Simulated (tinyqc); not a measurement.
Stoner model of a band magnet at zero temperature. From one set of inputs to another, one input at a time. Computed by tinyqc, a small Python program. Command: `OMP_NUM_THREADS=1 python tinyqc.py 3017136 3017137 out.jsonl stoner ladder`. One thread of a shared host (Intel(R) Xeon(R) Processor @ 2.30GHz), about 0.02 s of CPU time with the checks.

Five orbitals per spin share one band; u = (E - E_bottom)/W runs from 0 to 1, and the states per spin, atom and energy are g = 5 d(u)/W with d = (3/2) sqrt(u). N(u) is the integral of d from 0. The moment m = n_up - n_down (electrons per atom) moves the fillings to n +/- m/10; the energy is E(m) = E_band(m) - I m^2/4.

The inputs printed are set A. Inputs not listed in the table keep their values of set A, so the rows need not describe a real material.

Inputs (values chosen for the exercise, for a model d band): band width W = 2.2 eV; filling n per spin orbital = 0.27; Stoner parameter I = 0.315 eV.

Density of states: free-electron (square root).

Method. Solve N(u_F) = n; g_F = 5 d(u_F)/W; the Stoner product is I g_F.

Each row keeps all changes above it:

| input moved | from | to | Stoner product I g_F | g_F (1/eV) |
|---|---|---|---|---|
| set A | - | - | 0.694 | 2.203 |
| filling n per spin orbital | 0.27 | 0.21 | 0.638 | 2.026 |
| band width W (eV) | 2.2 | 4.9 | 0.287 | 0.910 |
| Stoner parameter I (eV) | 0.315 | 1.18 | 1.074 | 0.910 |

Stoner product I g_F goes from 0.694 to 1.07, a factor 1.55 in all. The largest single move comes from Stoner parameter I (a factor 3.75), and band width W works against it (a factor 0.449). g_F goes from 2.20 to 0.910, a factor 0.413 in all. The largest single move comes from band width W (a factor 0.449). The single moves hold for this order of the switches; the total does not depend on the order.

Extremes, crossings and ranges named in words are read from the listed rows.
